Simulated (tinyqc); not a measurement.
# Undoped gate-all-around wire MOSFET, analytic charge model: effects of single changes

An undoped round wire of radius R under an insulator shell and a surrounding gate; long channel, electrons only, n = ni exp((psi - V)/Vt) with V the quasi-Fermi potential (0 at the source, Vd at the drain), constant mobility, no quantisation. The radial Poisson equation gives n(r) = n(0)/(1 - (1 - b) r^2/R^2)^2 with b = Q0/(Q + Q0). Q is the electron charge per area of the wire surface.

Values chosen for this exercise; material values close to those of silicon:
- T = 273 K (temperature)
- Eg = 1.14 eV (band gap)
- eps_r = 11.9 (relative permittivity of the semiconductor)
- Nc = 2.44e19 cm^-3 (conduction-band density of states at T)
- Nv = 2.34e19 cm^-3 (valence-band density of states at T)
- eox = 21.2 (relative permittivity of the gate insulator)
- tox = 12 nm (insulator thickness)
- R = 20 nm (wire radius)
- dphi = -0.19 V (gate work function less that of the intrinsic body)
- mu = 120 cm^2/(V s) (channel mobility)
- L = 1 um (gate length)
- Vd = 0.05 V (drain voltage)

Constants: q = 1.602176634e-19 C, kB = 1.380649e-23 J/K, Vt = kB T/q, eps0 = 8.8541878128e-14 F/cm where lengths are in cm. Results are converted to the units shown.

Each table varies one quantity; the others keep the values above.

## Transfer curve and volume inversion

ni = sqrt(Nc Nv) exp(-Eg/(2 Vt)), Eg in volts; Cox = eps0 eox/(R ln(1 + tox/R)); Q0 = 4 eps0 eps_r Vt/R; V0 = dphi + Vt ln[8 eps0 eps_r Vt/(q ni R^2)]. Q solves Vg - V0 - V = Q/Cox + Vt ln(Q/Q0) + Vt ln(1 + Q/Q0). I = mu (2 pi R/L)[2 Vt (Qs - Qd) + (Qs^2 - Qd^2)/(2 Cox) + Vt Q0 ln((Qd + Q0)/(Qs + Q0))], with Qs at V = 0 and Qd at V = Vd. The drop is psi(surface) - psi(centre) at the source end; C = dQs/dVg, Cg = Cox, drop = 2 Vt ln(1 + Qs/Q0); gm = dI/dVg.

Result of one run:
```
Vg (V)	Qs (nC/cm^2)	drop (mV)	C/Cg	I (uA)	gm/I (1/V)
-0.02	1.5802e-4	1.4998e-4	3.3638e-6	4.9366e-8	42.507
```

What becomes of these results when the gate voltage Vg is changed from -0.02 to 0.13 V, all else the same?

Result of the changed run:
```
Vg (V)	Qs (nC/cm^2)	drop (mV)	C/Cg	I (uA)	gm/I (1/V)
0.13	0.092505	0.087713	0.0019616	2.8947e-5	42.416
```

The whole series:
```
Vg (V)	Qs (nC/cm^2)	drop (mV)	C/Cg	I (uA)	gm/I (1/V)
-0.02	1.5802e-4	1.4998e-4	3.3638e-6	4.9366e-8	42.507
0.13	0.092505	0.087713	0.0019616	2.8947e-5	42.416
0.28	22.914	17.877	0.27040	0.0094928	28.036
0.43	174.20	70.913	0.67586	0.10696	8.9002
0.58	401.56	103.90	0.81892	0.27233	4.4401
0.73	656.91	125.00	0.87873	0.46240	2.8371
0.88	925.22	140.15	0.90995	0.66345	2.0556
1.03	1200.8	151.87	0.92877	0.87050	1.6019
1.18	1481.0	161.38	0.94125	1.0813	1.3082
```

The current rises from 4.94e-8 to 1.08 uA. In the first row gm/I is 42.5 1/V, within 0.01 % of 1/Vt: with no depletion charge the whole body follows the gate, and the swing is ideal. The drop between surface and centre goes from 1.5e-4 to 161 mV and passes Vt at Vg = 0.43 V among the rows; below that the density varies across the body by less than a factor of e (volume inversion). C reaches 0.94 of Cg in the last row. For Vg = 0.58 to 1.18 V the surface density at the source passes 0.3 Nc, where Boltzmann statistics fail.

## Effect of the insulator thickness

I = mu (2 pi R/L)[2 Vt (Qs - Qd) + (Qs^2 - Qd^2)/(2 Cox) + Vt Q0 ln((Qd + Q0)/(Qs + Q0))], with Qs at V = 0 and Qd at V = Vd.  I(low) is taken at Vg = 0.03 V, Qs and I(high) at Vg = 0.78 V.

The same in every row: V0 (V) = 0.2777.

Results:
```
tox (nm)	I(low) (nA)	Qs(high) (nC/cm^2)	I(high) (uA)
4	4.135e-4	1723	1.214
5.8	4.135e-4	1284	0.9068
8.3	4.135e-4	975.8	0.6907
12	4.135e-4	745.3	0.5285
17	4.135e-4	586.0	0.4162
36	4.135e-4	369.0	0.2628
```

Estimate the missing row, tox = 25 nm.

Computed row:
```
tox (nm)	I(low) (nA)	Qs(high) (nC/cm^2)	I(high) (uA)
25	4.135e-4	457.5	0.3254
```

With this row back in the table: As tox goes from 4 to 36 nm, I(low) stays near 4.13e-4 nA and I(high) falls from 1.21 to 0.263 uA. On average I(low) is independent of tox and I(high) goes as tox^(-0.70). Below threshold no voltage drops over the insulator in this long-channel model, so its thickness does not matter there. In every row the surface density at the source at the higher gate voltage passes 0.3 Nc, where Boltzmann statistics fail.

## Effect of the wire radius

Same model as above.

Effect of the wire radius:
```
R (nm)	V0 (V)	I(low) (nA)	Qs(high) (nC/cm^2)	I(high) (uA)
6.7	0.32920	4.6404e-5	978.81	0.23195
9.3	0.31377	8.9407e-5	886.34	0.29182
13	0.29801	1.7470e-4	813.67	0.37477
18	0.28270	3.3492e-4	759.79	0.48486
26	0.26540	6.9877e-4	714.38	0.65886
36	0.25009	0.0013396	684.74	0.87475
50	0.23463	0.0025840	662.46	1.1757
```

Read the table: what changes, and by how much?

As R goes from 6.7 to 50 nm, I(low) rises from 4.64e-5 to 0.00258 nA and I(high) rises from 0.232 to 1.18 uA. On average I(low) goes as R^(2.00) and I(high) goes as R^(0.81). Below threshold the charge is proportional to the cross-section of the body; above it the insulator sets the charge. In every row the surface density at the source at the higher gate voltage passes 0.3 Nc, where Boltzmann statistics fail.

Program tinyqc, `OMP_NUM_THREADS=1 python tinyqc.py 2460066 2460067 out.jsonl`; Intel Xeon 2.30GHz, shared host, one thread, about 0.02 s.
